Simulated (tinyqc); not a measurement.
From results back to parameters: trap in a gate oxide as a short-range spherical well. Two cases, with inputs chosen for the exercise.

Problem. In strong inversion a gate step dV falls across the oxide, so a trap at depth x moves by -e dV x/tox against EF and d ln(tau_c/tau_e)/dV = -x/(tox kB T/e). The slope was computed from a hidden depth.

Constants: kB = 8.617333262e-05 eV/K.

Find: x/tox; x.

Method. x/tox = -slope kB T/e.

Case 1.

Values chosen (out of a larger set: near those of SiO2 on Si; not measured data): tox = 33 angstrom (oxide thickness); T = 300 K (temperature).

slope = -7.0330 1/V

Solution.

x/tox = 0.182
x = 6.0 angstrom

Case 2.

Values chosen (out of a larger set: near those of SiO2 on 4H SiC; not measured data): tox = 18 angstrom (oxide thickness); T = 200 K (temperature).

slope = -41.9052 1/V

Solution.

x/tox = 0.722
x = 13.0 angstrom

Computed by tinyqc, one run a case: `OMP_NUM_THREADS=1 python tinyqc.py N N+1 out.jsonl` with N = 1251502, 1251546; one thread of a shared Intel(R) Xeon(R) Processor @ 2.30GHz, about 0.01 s a run at most.
